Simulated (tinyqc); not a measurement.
UHF in the 6-31g basis, for H2-, spin multiplicity 2, step by step. The basis has no diffuse functions, so it cannot describe the extra electron: this is an exercise in the method, not the real anion. One step of it, computed by the program tinyqc.

Question. Iteration 4: DIIS coefficients. Solve [B -1; -1 0][c; lambda] = [0; -1] for the coefficients, which sum to one.

B (overlaps of the stored error matrices), lower triangle:
```
               1              2              3
1  4.0913793e-03
2  7.2522565e-04  1.7976096e-04
3  6.8217892e-05  3.6919578e-05  1.3301218e-05
```

Give: DIIS coefficients.

Answer.

DIIS coefficients: 0.117  -0.819  1.703
